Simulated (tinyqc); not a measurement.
Lifetime against injection: carrier lifetime from Shockley-Read-Hall, radiative, Auger and surface recombination. Computed by tinyqc, a small Python program. Command: `OMP_NUM_THREADS=1 python tinyqc.py 3010197 3010198 out.jsonl lifetime walk`. One thread of a shared host (Intel(R) Xeon(R) Processor @ 2.30GHz), about 0.02 s of CPU time with the checks.

Energies are counted from the top of the valence band. Boltzmann statistics, full ionisation, and equal excess densities of electrons and holes.

Inputs (values chosen for the exercise, with bands modelled on CdS): gap E_g = 2.47 eV; electron mass m_e = 0.206 m_0; valleys M_c = 1; hole mass m_h = 0.822 m_0; temperature T = 250 K; doping N = 1.8e+15 cm^-3; trap level E_t = 0.362 eV; trap density N_t = 2.8e+14 cm^-3; electron cross-section sigma_n = 1.5e-14 cm^2; hole cross-section sigma_p = 3.4e-15 cm^2; radiative coefficient B = 5.2e-11 cm^3/s; Auger coefficient C_n = 1.5e-30 cm^6/s; Auger coefficient C_p = 1.2e-31 cm^6/s; diffusion coefficient D = 14 cm^2/s; surface velocity S = 20000 cm/s; thickness W = 130 micrometre.

Doping: n-type. Surface term: two equal surfaces.

Constants: m_0 = 9.1093837015e-31 kg; k_B = 1.380649e-23 J/K; h = 6.62607015e-34 J s; k_B = 8.617333262e-05 eV/K.

Method:
- N_c = 2 M_c (2 pi m_e k_B T/h^2)^(3/2) and N_v = 2 (2 pi m_h k_B T/h^2)^(3/2), masses in units of m_0.
- n_i = sqrt(N_c N_v) exp(-E_g/2 k_B T); majority density N/2 + sqrt(N^2/4 + n_i^2), minority density n_i^2 over it.
- v = sqrt(3 k_B T/m) with m_e or m_h; tau_n0 = 1/(sigma_n v_n N_t), tau_p0 = 1/(sigma_p v_p N_t); n1 = N_c exp(-(E_g - E_t)/k_B T), p1 = N_v exp(-E_t/k_B T).
- The slowest diffusion mode has x tan x = S W/(2 D) with 0 < x < pi/2 (bisection), and tau_s = W^2/(4 x^2 D). The common approximation is W/(2 S) + W^2/(pi^2 D).
- With n = n_0 + dn, p = p_0 + dn and U/dn = 1/tau: (n p - n_i^2)/dn = n_0 + p_0 + dn = s; 1/tau_SRH = s/[tau_p0 (n + n1) + tau_n0 (p + p1)]; 1/tau_rad = B s; 1/tau_Aug = (C_n n + C_p p) s; the rates add, with 1/tau_s.
- Rows stop below half the smaller effective density of states.

N_c = 1.78485e+18 cm^-3

N_v = 1.42268e+19 cm^-3

n_0 = 1.80e+15 cm^-3

p_0 = 2.27210e-28 cm^-3

tau_p0 = 8.93246e-08 s

n1 = 5.70415e-25 cm^-3

tau_n0 = 1.01358e-08 s

p1 = 7.16983e+11 cm^-3

tau_s = 1.49847e-06 s

Lifetimes (s):
```
dn (cm^-3)         SRH   radiative       Auger   effective  radiative efficiency  fastest channel
1.00e+10    8.9329e-08  1.0684e-05  2.0576e-01  8.3643e-08               0.00783              SRH
1.00e+11    8.9329e-08  1.0683e-05  2.0574e-01  8.3643e-08               0.00783              SRH
1.00e+12    8.9334e-08  1.0678e-05  2.0552e-01  8.3648e-08               0.00783              SRH
1.00e+13    8.9385e-08  1.0625e-05  2.0340e-01  8.3688e-08               0.00788              SRH
1.00e+14    8.9862e-08  1.0121e-05  1.8390e-01  8.4074e-08               0.00831              SRH
1.00e+15    9.2947e-08  6.8681e-06  8.2672e-02  8.6417e-08               0.01258              SRH
1.00e+16    9.7915e-08  1.6297e-06  4.4839e-03  8.7001e-08               0.05338              SRH
1.00e+17    9.9281e-08  1.8891e-07  5.9643e-05  6.2305e-08               0.32982              SRH
```

What follows from these numbers?

tau_SRH goes from 8.93e-8 s at low injection (the minority capture time, 8.93e-8 s) to 9.93e-8 s in the last row; at high injection it tends to tau_n0 + tau_p0 = 9.95e-8 s. Ruling channel by row: SRH from 1e10 cm^-3. Caution: the trap density is not small against the doping, so trapped charge breaks the equality of the excess densities. Caution: the layer is thicker than two bulk diffusion lengths: adding 1/tau_s describes the late decay, and understates the surface loss in a steady state.
